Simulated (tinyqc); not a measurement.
Inside a calculation. Method: MP2 on RHF in the 6-31g basis, for H2, spin multiplicity 1. One step of it, computed by the program tinyqc.

Problem. Iteration 7 (converged): orbitals. Diagonalise F' = X^T F X, C = X C', fill 1 alpha and 1 beta electrons from the bottom; D = 2 C_occ C_occ^T. Each column has its largest component positive (the first on a tie).

converged F (hartree):
```
,1H 1s,1H 2s,2H 1s,2H 2s
1H 1s,-0.058586,-0.517245,-0.577141,-0.526023
1H 2s,-0.517245,-0.339668,-0.526023,-0.374560
2H 1s,-0.577141,-0.526023,-0.058586,-0.517245
2H 2s,-0.526023,-0.374560,-0.517245,-0.339668
```

X:
```
,1H 1s,1H 2s,2H 1s,2H 2s
1H 1s,1.304761,-0.503793,-0.220307,0.083424
1H 2s,-0.503793,2.046656,0.083424,-1.098416
2H 1s,-0.220307,0.083424,1.304761,-0.503793
2H 2s,0.083424,-1.098416,-0.503793,2.046656
```

Give: F' = X^T F X; orbital energies; coefficients C; D after iteration 7.

Solution.

F' = X^T F X (hartree):
```
,1,2,3,4
1,0.6399,-0.5832,-0.5625,-0.0995
2,-0.5832,0.2843,-0.0995,-0.2072
3,-0.5625,-0.0995,0.6399,-0.5832
4,-0.0995,-0.2072,-0.5832,0.2843
```

orbital energies (hartree): MO1 -0.6054, MO2 0.2467, MO3 0.7599, MO4 1.4472

coefficients C:
```
,MO1,MO2,MO3,MO4
1H 1s,0.3320,0.1165,0.7524,-1.1497
1H 2s,0.2640,1.7967,-0.6843,1.3748
2H 1s,0.3320,-0.1165,0.7524,1.1497
2H 2s,0.2640,-1.7967,-0.6843,-1.3748
```

D after iteration 7:
```
,1H 1s,1H 2s,2H 1s,2H 2s
1H 1s,0.2204,0.1753,0.2204,0.1753
1H 2s,0.1753,0.1394,0.1753,0.1394
2H 1s,0.2204,0.1753,0.2204,0.1753
2H 2s,0.1753,0.1394,0.1753,0.1394
```
